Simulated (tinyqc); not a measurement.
## Admittance spectroscopy of a deep trap: effect of the bias

Schottky contact on an n-type layer with shallow donors Nd (all ionised) and a donor-like deep trap, neutral when filled and positive when empty; depletion approximation. Traps within lam of the depletion edge stay filled. The traps at xt = W - lam, where the level crosses the Fermi level, follow a slow signal and not a fast one. w = 2 pi f.

Emission rate en = sn vth(T) Nc(T) exp(-Et/kB T) = sn g T^2 exp(-Et/kB T), g = vth Nc/(300 K)^2, as vth goes as T^0.5 and Nc as T^1.5 (degeneracy factor 1). lam = sqrt(2 eps0 eps_r (EF - ET)/(q Nd)), EF - ET = Et - (kB T/q) ln(Nc(T)/Nd), Nc(T) = Nc (T/300 K)^1.5. In the steady state at the band bending V, 2 eps0 eps_r V/q = Nd W^2 + Nt (W - lam)^2 (the second term only if W > lam). V = Vbi + Vr. C_HF = eps0 eps_r/W, C_LF = eps0 eps_r (Nd + Nt)/(Nd W + Nt xt). Inflection frequency w0 = 2 en [1 + Nt xt/(Nd W)]; C = C_HF + (C_LF - C_HF)/(1 + (w/w0)^2), G/w = (C_LF - C_HF)(w/w0)/(1 + (w/w0)^2).

Inputs (values chosen for the exercise); material values close to those of germanium:
```
symbol    value   unit                                      meaning
eps_r      15.8                               relative permittivity
Nc      1.03e19  cm^-3   conduction-band density of states at 300 K
vth       3.3e7   cm/s                    thermal velocity at 300 K
Nd       1.3e15  cm^-3                        shallow donor density
Vbi        0.39      V                             built-in voltage
Et         0.26     eV  depth of the trap below the conduction edge
sn        5e-15   cm^2                        capture cross-section
Nt       7.2e13  cm^-3                                 trap density
T           164      K                                  temperature
```

Constants: q = 1.602176634e-19 C, kB = 1.380649e-23 J/K, eps0 = 8.8541878128e-14 F/cm where lengths are in cm. Results are converted to the units shown.

Effect of the bias:
```
Vr (V)  W (nm)    xt/W  C_HF (nF/cm^2)  step (nF/cm^2)  step (% of C_HF)
0        720.8  0.3858           19.41          0.6464             3.331
0.9       1301  0.6596           10.75          0.1956             1.819
1.7       1651  0.7319           8.472          0.1209             1.427
2.6       1972  0.7754           7.096         0.08462             1.193
3.4       2217  0.8003           6.309         0.06681             1.059
4.3       2465  0.8203           5.676         0.05403            0.9517
5.1       2665  0.8339           5.250         0.04617            0.8796
6         2873  0.8459           4.869         0.03969            0.8152
```

xt/W rises from 0.386 to 0.846 since lam stays at 443 nm, and the relative step falls from 3.33 to 0.815 %: the nearer xt lies to W in proportion, the less the traps add.

Program tinyqc, `OMP_NUM_THREADS=1 python tinyqc.py 2050165 2050166 out.jsonl`; Intel Xeon 2.30GHz, shared host, one thread, about 0.01 s.
